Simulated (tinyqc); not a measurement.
UHF in the sto-3g basis, for H4+, spin multiplicity 2, step by step. This run ends on a higher stationary point, not on the lowest solution. One step of it, computed by the program tinyqc.

Question. Iteration 2: building the Fock matrix. J_ij = sum D_kl (ij|kl) with D = D(alpha) + D(beta), K_ij = sum D_kl (ik|jl) for each spin; F = H + J - K(s); E = tr D H + tr D J / 2 - 0.5 sum_s tr D(s) K(s) + E_nn.

D(alpha) after iteration 1:
```
           1H 1s      2H 1s      3H 1s      4H 1s
1H 1s   0.387535   0.382233  -0.163580  -0.060903
2H 1s   0.382233   0.415476  -0.083998   0.093017
3H 1s  -0.163580  -0.083998   0.224537   0.333467
4H 1s  -0.060903   0.093017   0.333467   0.618722
```

D(beta) after iteration 1:
```
           1H 1s      2H 1s      3H 1s      4H 1s
1H 1s   0.402947   0.379325  -0.157197  -0.096871
2H 1s   0.379325   0.357088  -0.147982  -0.091192
3H 1s  -0.157197  -0.147982   0.061326   0.037791
4H 1s  -0.096871  -0.091192   0.037791   0.023288
```

core Hamiltonian H = T + V (hartree):
```
           1H 1s      2H 1s      3H 1s      4H 1s
1H 1s  -1.270314  -0.455684  -0.159663  -0.075396
2H 1s  -0.455684  -1.270314  -0.075396  -0.159663
3H 1s  -0.159663  -0.075396  -1.270314  -0.455684
4H 1s  -0.075396  -0.159663  -0.455684  -1.270314
```

Two-electron integrals (ij|kl) in chemists' order, unique and non-zero (hartree):
```
(11|11) 0.774606   (21|11) 0.142484   (21|21) 0.039803   (22|11) 0.349988
(22|21) 0.142484   (22|22) 0.774606   (31|11) 0.041287   (31|21) 0.009029
(31|22) 0.026116   (31|31) 0.004241   (32|11) 0.014433   (32|21) 0.004228
(32|22) 0.015849   (32|31) 0.001571   (32|32) 0.000753   (33|11) 0.244985
(33|21) 0.060799   (33|22) 0.202295   (33|31) 0.041287   (33|32) 0.015849
(33|33) 0.774606   (41|11) 0.015849   (41|21) 0.004228   (41|22) 0.014433
(41|31) 0.001571   (41|32) 0.000739   (41|33) 0.014433   (41|41) 0.000753
(42|11) 0.026116   (42|21) 0.009029   (42|22) 0.041287   (42|31) 0.002671
(42|32) 0.001571   (42|33) 0.026116   (42|41) 0.001571   (42|42) 0.004241
(43|11) 0.060799   (43|21) 0.016701   (43|22) 0.060799   (43|31) 0.009029
(43|32) 0.004228   (43|33) 0.142484   (43|41) 0.004228   (43|42) 0.009029
(43|43) 0.039803   (44|11) 0.202295   (44|21) 0.060799   (44|22) 0.244985
(44|31) 0.026116   (44|32) 0.014433   (44|33) 0.349988   (44|41) 0.015849
(44|42) 0.041287   (44|43) 0.142484   (44|44) 0.774606
```

nuclear repulsion = 1.61070161 hartree

Give: Coulomb J; exchange K(alpha); exchange K(beta); F(alpha); F(beta); total energy of this density.

Answer.

Coulomb J (hartree):
```
        1H 1s   2H 1s   3H 1s   4H 1s
1H 1s  1.3067  0.3431  0.0979  0.0460
2H 1s  0.3431  1.3239  0.0454  0.1040
3H 1s  0.0979  0.0454  0.9562  0.2732
4H 1s  0.0460  0.1040  0.2732  1.1166
```

exchange K(alpha) (hartree):
```
         1H 1s   2H 1s    3H 1s   4H 1s
1H 1s   0.4119  0.2598  -0.0017  0.0250
2H 1s   0.2598  0.4526   0.0183  0.0734
3H 1s  -0.0017  0.0183   0.2803  0.2466
4H 1s   0.0250  0.0734   0.2466  0.5893
```

exchange K(beta) (hartree):
```
         1H 1s    2H 1s    3H 1s    4H 1s
1H 1s   0.4153   0.2432  -0.0255  -0.0148
2H 1s   0.2432   0.3857  -0.0243  -0.0133
3H 1s  -0.0255  -0.0243   0.0422   0.0160
4H 1s  -0.0148  -0.0133   0.0160   0.0197
```

F(alpha) (hartree):
```
         1H 1s    2H 1s    3H 1s    4H 1s
1H 1s  -0.3756  -0.3724  -0.0600  -0.0545
2H 1s  -0.3724  -0.3990  -0.0483  -0.1290
3H 1s  -0.0600  -0.0483  -0.5944  -0.4292
4H 1s  -0.0545  -0.1290  -0.4292  -0.7430
```

F(beta) (hartree):
```
         1H 1s    2H 1s    3H 1s    4H 1s
1H 1s  -0.3790  -0.3557  -0.0363  -0.0146
2H 1s  -0.3557  -0.3322  -0.0057  -0.0423
3H 1s  -0.0363  -0.0057  -0.3563  -0.1985
4H 1s  -0.0146  -0.0423  -0.1985  -0.1733
```

total energy of this density = -1.419075 hartree
